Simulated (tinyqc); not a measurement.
KAI against NLS in time: switching kinetics of a ferroelectric film and the memory window of a ferroelectric gate stack. Computed by tinyqc, a small Python program. Command: `OMP_NUM_THREADS=1 python tinyqc.py 3017677 3017678 out.jsonl feswitch walk`. One thread of a shared host (Intel(R) Xeon(R) Processor @ 2.30GHz), about 0.01 s of CPU time with the checks.

Fields in MV/cm; 1 microcoulomb/cm^2 over eps_0 is 11.29409 MV/cm. In the stack (metal, ferroelectric, interlayer, channel) the channel is taken as a conductor.

Inputs (values chosen for the exercise, for a model hafnia-based film): dimension n = 3; half width w of log10 t = 0.31.

Method. KAI: 1 - exp[-(t/t1)^n]. NLS: the same kernel averaged over the Lorentzian F = (1/pi) w/[(z - log10 t1)^2 + w^2] in z = log10 tau.

Switched share:
```
log10(t/t1),KAI,NLS
-3.0,0.0000,0.03386
-2.0,0.0000,0.05159
-1.0,0.0010,0.10901
-0.5,0.0311,0.22465
-0.2,0.2221,0.39857
0.0,0.6321,0.56239
0.2,0.9813,0.71062
0.5,1.0000,0.83518
1.0,1.0000,0.90922
2.0,1.0000,0.95265
3.0,1.0000,0.96800
```

What follows from these numbers?

KAI goes from 10 to 90 % within 0.45 decades of time; a Lorentzian of this width needs about 2 w tan(0.4 pi) = 1.9 decades. Three decades after t1, 3.2 % of the NLS film has not switched, and three decades before it 3.4 % already has: the tails set write margins and disturb errors.
